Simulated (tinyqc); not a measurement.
Lateral field, substrate current, probability of reaching the oxide barrier and hot-carrier lifetime of a silicon transistor (pseudo-two-dimensional and lucky-electron models): one step, computed by the program tinyqc. Command: `OMP_NUM_THREADS=1 python tinyqc.py 3014210 3014211 out.jsonl hotcar walk`. One thread of a shared host (Intel(R) Xeon(R) Processor @ 2.30GHz), about 0.01 s of CPU time with the checks.

Local-field models: a lucky carrier gains its energy at the peak field over a path free of collisions. Voltages are magnitudes.

Question. Saturation point and current. C_ox = 3.9 eps_0/t; F_sat = 2 v_s/mu; V_Dsat = V_ov F_sat L/(V_ov + F_sat L), V_ov = V_G - V_T; I_D/W = C_ox v_s (V_ov - V_Dsat).

Inputs (values chosen for the exercise, modelled on a silicon n-channel):
```
quantity                             value                      unit
channel length L                      1600                        nm
oxide thickness t                       40                        nm
junction depth x_j                     390                        nm
mobility mu                            410                cm^2/(V s)
saturation velocity v_s               0.85                  1e7 cm/s
threshold voltage V_T                  0.5                         V
gate voltage V_G                       3.4                         V
ionisation prefactor A_i           1.7e+06                      1/cm
ionisation field B_i                  1.68                     MV/cm
hot-carrier mean free path lambda      8.2                        nm
oxide barrier phi_b                    3.1                        eV
interface-trap threshold phi_it        3.6                        eV
lifetime constant H                      3  s microampere/micrometre
```

Drain: abrupt.

Constants: eps_0 = 8.8541878128e-12 F/m.

Give: F_sat; V_Dsat; drain current I_D/W.

Answer.

F_sat = 41.46 kV/cm

V_Dsat = 2.018 V

drain current I_D/W = 64.73 microampere/micrometre
